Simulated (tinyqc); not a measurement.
Virtual-crystal alloy in the empirical-pseudopotential method: sweeps and comparisons. A value that a table varies takes the place of the one given here.

Empirical pseudopotential on the fcc lattice, atoms at +/- tau, tau = a (1,1,1)/8, no spin-orbit coupling. H(G,G') = c (2 pi/a)^2 |k + G|^2 delta + VS(q) cos(q.tau) + i VA(q) sin(q.tau), q = G - G', c = hbar^2/2m0; k and G in units of 2 pi/a; VS at |q|^2 = 3, 8, 11 and VA at 3, 4, 11, in rydberg, zero elsewhere. At each k the basis holds all G with |k + G|^2 up to 16; energies are counted from the fourth level at Gamma.

Virtual crystal A(1-x)B(x): a = (1 - x) a_A + x a_B. Rule linear: V = (1 - x) V_A + x V_B. Rule volume: V = [(1 - x) a_A^3 V_A + x a_B^3 V_B]/a^3, since a form factor is an atomic potential divided by the cell volume.

Constants: hbar^2/2m0 = 3.80998211 eV angstrom^2; Ry = 13.60569312 eV.

Values chosen for the exercise (classic local form factors of the size used for GaAs (A) and GaP (B), which place X and L only to a few tenths of an eV; shifted at random, so the results belong to these values and not to a real crystal): a = (5.64, 5.433) angstrom (lattice constants of A, B); VSA = (-0.229, 0.011, 0.059) Ry (symmetric form factors of A); VAA = (0.068, 0.049, 0.01) Ry (antisymmetric form factors of A); VSB = (-0.215, 0.031, 0.071) Ry (symmetric form factors of B); VAB = (0.12, 0.071, 0.019) Ry (antisymmetric form factors of B); rule = volume (mixing rule).

## Gaps across the alloy

Gaps from the valence top to the fifth band at Gamma, at L = (1/2,1/2,1/2) and at the lowest of k = (f,0,0), f = 0.70, 0.75, ..., 1.00. Bowing C = 4 [(E(0) + E(1))/2 - E(1/2)].

Gaps (eV):

| x | Gamma | Delta/X | f of the minimum | L | lowest |
|---|---|---|---|---|---|
| 0.000 | 1.393 | 1.633 | 0.95 | 1.587 | Gamma |
| 0.167 | 1.631 | 1.692 | 1.00 | 1.747 | Gamma |
| 0.333 | 1.862 | 1.753 | 1.00 | 1.908 | Delta/X |
| 0.500 | 2.086 | 1.818 | 1.00 | 2.071 | Delta/X |
| 0.667 | 2.303 | 1.886 | 1.00 | 2.234 | Delta/X |
| 0.833 | 2.512 | 1.958 | 1.00 | 2.396 | Delta/X |
| 1.000 | 2.714 | 2.032 | 1.00 | 2.557 | Delta/X |

bowing (eV): Gamma -0.131, Delta/X 0.058, L 0.005

What does this show, and why?

The lowest valley changes: Gamma to Delta/X between x = 0.167 and 0.333. From A to B the Gamma gap moves by +1.32 eV, L by +0.97 eV and Delta/X by +0.40 eV; a move of Delta/X below about 0.4 eV is within the error of such form factors, sign included. The virtual crystal holds no disorder and no bond relaxation, so its bowing comes from the non-linear dependence on the mean potential and volume alone, and it may differ from measured bowing, which is positive in these alloys, in size and even in sign; crossings move with it.

## Two mixing rules

Gaps from the valence top to the fifth band at Gamma, at L = (1/2,1/2,1/2) and at the lowest of k = (f,0,0), f = 0.70, 0.75, ..., 1.00. Both rules agree at the ends.

Gaps (eV):

| x | Gamma, linear | Delta/X, linear | L, linear | Gamma, volume | Delta/X, volume | L, volume |
|---|---|---|---|---|---|---|
| 0.25 | 1.778 | 1.734 | 1.850 | 1.748 | 1.722 | 1.827 |
| 0.50 | 2.124 | 1.835 | 2.101 | 2.086 | 1.818 | 2.071 |
| 0.75 | 2.435 | 1.934 | 2.337 | 2.409 | 1.921 | 2.315 |

What can be read from the table?

At x = 0.5 the volume rule moves Gamma by -37 meV, Delta/X by -17 meV and L by -30 meV, that is the bowing by -4 times these; the lattice constants differ by 3.7 %, and the rules would coincide for equal ones.

Program tinyqc; command `OMP_NUM_THREADS=1 python tinyqc.py 1050374 1050375 out.jsonl`; about 0.2 s on one thread of a shared Intel(R) Xeon(R) Processor @ 2.30GHz.
